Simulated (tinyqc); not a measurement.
Rise against time: self-heating of a transistor with one or more fingers, with temperature-dependent conductivity. Computed by tinyqc, a small Python program. Command: `OMP_NUM_THREADS=1 python tinyqc.py 3008649 3008650 out.jsonl selfheat walk`. One thread of a shared host (Intel(R) Xeon(R) Processor @ 2.30GHz), about 0.06 s of CPU time with the checks.

N long parallel fingers lie on the top face of a slab whose bottom is held at T_0; the top is otherwise insulated, and heat flows in two dimensions. P in W/mm is 1000 P in W/m.

Inputs (values chosen for the exercise, modelled on gallium oxide):
```
quantity                                      value           unit
conductivity at the base temperature kappa_0   22.7        W/(m K)
power per gate width P                          0.3           W/mm
fingers N                                         1              -
finger pitch s                                   49     micrometre
width of the heat source w                     0.28     micrometre
substrate thickness t                           240     micrometre
heat capacity C                                3.37  1e6 J/(m^3 K)
pulse length                                   0.49    microsecond
```

Power: power rises with temperature.

Method:
- A line source of power P on the top face raises the top at distance x by (P/(pi kappa_0)) g(x), g(x) = -ln tanh(pi x/(4 t)) (the image sum for the slab). On a strip of width w the centre sees the mean of g over the strip, g_0 = 1 + ln(8 t/(pi w)) for w much below t.
- theta_i = (P/(pi kappa_0)) [g_0 + sum over j != i of g(|i - j| s)], with equal powers and constant conductivity; thermal resistance = largest theta/P.
- After switching on, theta(tau) = (P D/kappa_0) int_0^tau X(u) Z(u) du at the hottest finger, D = kappa_0/C; X = sum over fingers at distance x of [erf((x + w/2)/r) - erf((x - w/2)/r)]/(2 w), Z = sum_(j=-200..200) (-1)^j exp(-(2 j t/r)^2)/sqrt(pi D u), r = 2 sqrt(D u); trapezoid rule on 300 points evenly spaced in ln u from u_0 = 1e-3 min(tau, w^2/D) to tau, plus the exact piece 2 sqrt(u_0/(pi D))/w below u_0. Conductivity and power are held at their base values here, and Fourier's law is used even where the diffusion length is near a phonon free path.

diffusivity D = 6.73591 micrometre^2/microsecond

theta of each finger (K): 36.5495

largest theta = 36.5495 K

Heating curve:
```
time (microsecond)  sqrt(D time) (micrometre)  rise (K)  share of the steady rise
0.0086                                0.24068    8.2465                    0.2256
0.086                                 0.76111    13.037                    0.3567
0.86                                   2.4068    17.875                    0.4891
8.6                                    7.6111    22.718                    0.6216
86                                     24.068    27.561                    0.7541
430                                    53.819    30.946                    0.8467
1700                                   107.01    33.832                    0.9257
5100                                   185.35    35.823                    0.9801
13000                                  295.92    36.497                    0.9986
```

What follows from these numbers?

Half the steady rise is reached between 0.86 and 8.6 microseconds, and the last row holds 99.9 % of it; the slowest time constant is 4 t^2/(pi^2 D) = 3470 microseconds. While the diffusion length lies between w and the pitch or thickness, the rise grows as the logarithm of time.

Extremes, crossings and ranges named in words are read from the listed rows.
